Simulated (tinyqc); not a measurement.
## Inductance and parasitic capacitance from two readings

Inverse problem. A loss-free coil L in parallel with C shows the apparent inductance L/(1 - w^2 L C), w = 2 pi f. Find L, C and the self-resonance 1/(2 pi sqrt(L C)).

apparent inductance at 3.5 and 7.6 GHz (nH): 3.2924988  6.6223259

Solution. The inverse of the reading is 1/L - w^2 C, a straight line in w^2.

L = 2.90 nH
C = 85.0 fF
self-resonance = 10.1 GHz

tinyqc, about 0.01 s, one thread, Intel Xeon 2.30GHz (shared host): `OMP_NUM_THREADS=1 python tinyqc.py 2302172 2302173 out.jsonl`
